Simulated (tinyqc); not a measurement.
Inside a calculation. Model: a barrier in a uniform field, exact transmission by Airy functions.

Numbers from tinyqc (`OMP_NUM_THREADS=1 python tinyqc.py 2580126 2580127 out.jsonl`; about 0.02 s on one thread of a shared Intel Xeon 2.30GHz). Printed values are rounded.

The left lead has its band edge at 0, the barrier edge falls as U(x) = U0 - F x with F = V/d for 0 < x < d, and the right lead has its edge at -V. No transverse momentum; C = hbar^2/(2 m0); psi and psi'/m are continuous. M carries (psi, psi'/m) across the barrier.

Inputs (values chosen for the exercise); masses and offsets close to those of InGaAs wells and InAlAs barriers: mass in the left lead mL = 0.041 m0; barrier edge at x = 0 U0 = 0.53 eV; mass in the barrier m1 = 0.073 m0; electron energy E = 0.202 eV; barrier width d = 11.1 nm; voltage across the barrier V = 0.57 V; mass in the right lead mR = 0.041 m0.

Constants: q = 1.602176634e-19 C, hbar = 1.054571817e-34 J s, m0 = 9.1093837015e-31 kg, hbar^2/(2 m0) = 0.0380998212 eV nm^2. Results are converted to the units shown.

Range of the model: Masses are held fixed, although real bands cease to be parabolic a few tenths of an eV from their edges.

## Scaled variables

Energy scale e = (C F^2/m1)^(1/3), z(x) = (U(x) - E)/e, s = (dz/dx)/m1 = -F/(e m1); v = k/m in a lead. vL = sqrt(mL E/C)/mL, vR = sqrt(mR (E + V)/C)/mR.

F = 0.05135135 V/nm
e = 0.1112332 eV
z1 = 2.948759
z2 = -2.175609
s = -6.324037 1/nm
vL = 11.37162 1/nm
vR = 22.23081 1/nm

z2 < 0: the electron leaves the forbidden region inside the barrier.

## Airy functions at the edges

Ai and Bi solve y'' = z y, with Wronskian Ai Bi' - Ai' Bi = 1/pi.

Airy functions:
```
,Ai,Ai',Bi,Bi'
z1,0.007228199,-0.01296526,12.91624,20.86929
z2,0.1128176,0.6806695,-0.4477207,0.1201944
```

## Transfer matrix

With a = Ai, a' = Ai', b = Bi, b' = Bi' at z1 (left edge) and z2 (right edge): M11 = pi (a2 b1' - b2 a1'), M12 = (pi/s)(b2 a1 - a2 b1), M21 = pi s (a2' b1' - b2' a1'), M22 = pi (b2' a1 - a2' b1).

M (M12 in nm, M21 in 1/nm):
```
,1,2
1,7.378402,0.7254907
2,-282.2513,-27.61719
```

## Transmission, exact and WKB

With M acting on (psi, psi'/m) and v = k/m in each lead, T(E) = 4 vL vR/[(vL vR M12 - M21)^2 + (vR M11 + vL M22)^2]. WKB: exp(-S), S = (4/(3 F)) sqrt(m1/C) [max(U0 - E, 0)^1.5 - max(U0 - F d - E, 0)^1.5].

T(E) = 0.004224914
S = 6.751458
exp(-S) = 0.001169173
ratio T(E)/exp(-S) = 3.613591

The exact value is 3.61 times the WKB one.
